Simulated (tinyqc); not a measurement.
## Ideality, resistance and saturation current from three points

Inverse problem. Well above I0 a diode obeys V = n Vt ln(I/I0) + Rs I. Find n, Rs and I0.

Inputs (values chosen for the exercise):
- T = 300 K (temperature)

Constants: q = 1.602176634e-19 C, kB = 1.380649e-23 J/K, Vt = kB T/q. Results are converted to the units shown.

I (A): [0.0016, 0.019, 0.23]
V (V): [0.90777590, 0.99932375, 1.2773085]

Solution. The equation is linear in a = n Vt, Rs and c = -a ln I0; three points give a 3 x 3 system.

n = 1.170
Rs = 0.9600 ohm
I0 = 1.556e-16 A

Numbers from tinyqc (`OMP_NUM_THREADS=1 python tinyqc.py 2640024 2640025 out.jsonl`; about 0.01 s on one thread of a shared Intel Xeon 2.30GHz).
